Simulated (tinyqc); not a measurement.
One band or two: type-II superlattice in the two-band Kane model.

Motion along the axis, period d = a + b, c = hbar^2/2m0. Conduction and light-hole bands couple: (E - Ec)(E - Ev) = Ep c k^2 in each layer, with mass m(E) = (E - Ev)/Ep, which may be negative. The conduction envelope psi and psi'/m(E) are continuous; a layer carries them by [[cos kt, (m/k) sin kt], [-(k/m) sin kt, cos kt]] (cosh and sinh for k^2 < 0), and cos(q d) = tr(M_B M_A)/2. C1 is the first miniband above EvB, with its bottom at tr/2 = +1 and its top at -1; the gap is the bottom of C1 less the top heavy-hole level HH1.

Heavy holes are uncoupled: with e = EvB - E, p = sqrt(mhB e/c), w = sqrt(mhA (EvB - EvA - e)/c), the top level HH1 at q = 0 solves (p/mhB) tan(p b/2) = (w/mhA) tanh(w a/2).

Constants: hbar^2/2m0 = 3.80998211 eV angstrom^2.

Inputs chosen for the exercise (near those of an InAs/GaSb superlattice; the results hold for these values, not for the real material): a = 49 angstrom (layer A); b = 47 angstrom (layer B); EcA = 0 eV (conduction edge of A); EvA = -0.422 eV (valence edge of A); EcB = 0.923 eV (conduction edge of B); EvB = 0.114 eV (valence edge of B); EpA = 14.5 eV (coupling energy in A); EpB = 18.1 eV (coupling energy in B); mhA = 0.34 m0 (heavy hole in A); mhB = 0.28 m0 (heavy hole in B).

Bottom of C1. One band: (k/mA) tan(k a/2) = (kappa/mB) tanh(kappa b/2) with the edge masses (Ec - Ev)/Ep and barrier EcB - EcA. Second row: mA replaced by m(E). The last column is measured against two bands.

Results:
```
model,C1 (eV),gap (meV),error (meV)
"one band, edge masses",0.2060,131.7,-19.6
m(E) in A only,0.1807,106.3,-45.0
two bands,0.2256,151.3,0.0
```

mA = 0.0291 m0
mB = 0.0447 m0

With edge masses C1 errs by -20 meV, 13 % of the gap. The heavier m(E) in A changes it by -25 meV; the treatment of B changes it by +45 meV, since C1 lies 112 meV above the valence edge of B, where its mass is 0.0062 instead of 0.0447.

Computed by tinyqc, a small Python program: `OMP_NUM_THREADS=1 python tinyqc.py 1250334 1250335 out.jsonl` (the numbers bound the seed that draws the inputs); one thread of a shared host (Intel(R) Xeon(R) Processor @ 2.30GHz), about 0.8 s for the whole set of steps.
